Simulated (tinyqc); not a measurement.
# Thermal resistances of a two-die stack

Inverse problem. Heat leaves through the lower die only, and the system is linear. Find the resistance R1 from the lower die to the coolant, R2 between the dies, and the rise of the upper die when both are powered.

Inputs (values chosen for the exercise):
- P1 = 18 W (power of the lower die)
- P2 = 16 W (power of the upper die)

rises of the lower and upper die with only the lower one powered (K): 5.04  5.04
rises of the lower and upper die with only the upper one powered (K): 4.48  9.28

Answer. With only the lower die powered no heat crosses R2, so both dies rise by P1 R1; the difference in the second test is P2 R2; rises add.

R1 = 0.2800 K/W
R2 = 0.3000 K/W
rise of the upper die = 14.32 K

tinyqc, about 0.03 s, one thread, Intel Xeon 2.30GHz (shared host): `OMP_NUM_THREADS=1 python tinyqc.py 2162066 2162067 out.jsonl`
